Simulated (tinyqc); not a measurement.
# Worked calculation: surface potential of a MOS transistor: implicit equation and explicit approximations

Program tinyqc, `OMP_NUM_THREADS=1 python tinyqc.py 2122092 2122093 out.jsonl`; Intel Xeon 2.30GHz, shared host, one thread, about 0.01 s. Printed values are rounded.

p-type body, charge-sheet picture, depletion and inversion only, full ionisation (an idealisation for deep acceptors), Boltzmann statistics (rough once Na exp(x - xn) passes about Nc/7). In units of Vt: xg = (Vg - Vfb)/Vt, x = psi/Vt, G = gamma/sqrt(Vt), xn = (2 phiF + Vc)/Vt. The implicit equation is (xg - x)^2 = G^2 [x - 1 + exp(x - xn)] for x above about 3. Cox = eps0 eox/tox.

Inputs (values chosen for the exercise); band and dielectric values close to those of 4H silicon carbide:
```
symbol    value   unit                                                                 meaning
T           300      K                                                             temperature
Eg         3.21     eV                                                                band gap
eps_r      9.67                                                          relative permittivity
Nc      1.73e19  cm^-3                                  conduction-band density of states at T
Nv      2.52e19  cm^-3                                     valence-band density of states at T
eox         3.9         relative permittivity of the gate insulator (close to silicon dioxide)
tox         1.3     nm                                                     insulator thickness
Na       4.7e16  cm^-3                                                        acceptor density
Vfb       -0.34      V                                                       flat-band voltage
Vc          0.5      V                                                    channel-body voltage
Vg         3.53      V                                                       gate-body voltage
```

Constants: q = 1.602176634e-19 C, kB = 1.380649e-23 J/K, Vt = kB T/q, eps0 = 8.8541878128e-14 F/cm where lengths are in cm. Results are converted to the units shown.

Range of the model: The electron quasi-Fermi level lies less than 2 Vt below the band edge at the surface, or above it, where degeneracy and confinement, left out, matter.

## Scales

ni = sqrt(Nc Nv) exp(-Eg/(2 Vt)), Eg in volts; phiF = Vt ln(Na/ni); gamma = sqrt(2 q eps0 eps_r Na)/Cox; VT = Vfb + Vt (xn + G sqrt(xn - 1)).

phiF = 1.44740 V
gamma = 0.0427501 V^0.5
G = 0.265882
xn = 131.316
VT = 3.13326 V
xg = 149.698

## Explicit approximation

Depletion value a = 1 + [sqrt(G^2/4 + xg - 1) - G/2]^2; inversion value b = xn + ln[(xg - xn)^2/G^2 - xn + 1] and first guess y = min(a, b) - ln(1 + exp(-|a - b|)) if a > xn + 1, else b = y = a; one second-order correction with D = exp(y - xn), p = 2 (xg - y) + G^2 (1 + D), w = (xg - y)^2 - G^2 (y - 1 + D): z = y + 2 w/(p + sqrt(p^2 - 2 (2 - G^2 D) w)), or the Newton step z = y + w/p where the root is not real.

a = 146.491
b = 139.761
y = 139.760
p = 348.235
w = -239.322
z = 139.072

The root of the implicit equation is x = 138.681; y misses it by 1.1 and z by 0.39, in units of Vt (Newton branch).

## Starting value

x = a rounded to two decimals.

x at the start = 146.490

## Iteration 1: new x

D = exp(x - xn), f = (xg - x)^2 - G^2 (x - 1 + D), f' = -2 (xg - x) - G^2 (1 + D), x(new) = x - f/f'.

D = 3.88859e6
f = -2.74898e5
f' = -2.74905e5
x after iteration 1 = 145.490

## Iteration 2: new x

As before.

D = 1.43057e6
f = -1.01124e5
f' = -1.01140e5
x after iteration 2 = 144.490

## Course of the iteration

Stop when the step is below 1e-11, or after 60 iterations.

Course of the iteration:
```
iteration  x before the step      step
1                    146.490     -1.00
2                    145.490     -1.00
3                    144.490    -0.999
4                    143.491    -0.997
5                    142.494    -0.989
6                    141.505    -0.961
7                    140.544    -0.875
8                    139.669    -0.653
9                    139.016    -0.291
10                   138.725   -0.0427
11                   138.682  -7.71e-4
12                   138.681  -2.44e-7
13                   138.681   < 1e-13
```

Converged in 13 iterations. In 6 iterations the step is within 5 % of -1, the mark of an exponential that dominates f.

## Potential, charges and gate control

converged x = 138.681

psi = Vt x; N_dep = Cox Vt G sqrt(x - 1)/q; N_inv = (Cox Vt G/q) [sqrt(x - 1 + exp(x - xn)) - sqrt(x - 1)]; dpsi/dVg = 1/[1 + G^2 (1 + exp(x - xn))/(2 (xg - x))].

psi = 3.58519 V
N_dep = 1.33715e12 cm^-2
N_inv = 3.3848e12 cm^-2
dpsi/dVg = 0.164743

psi lies 7.4 Vt above 2 phiF + Vc.
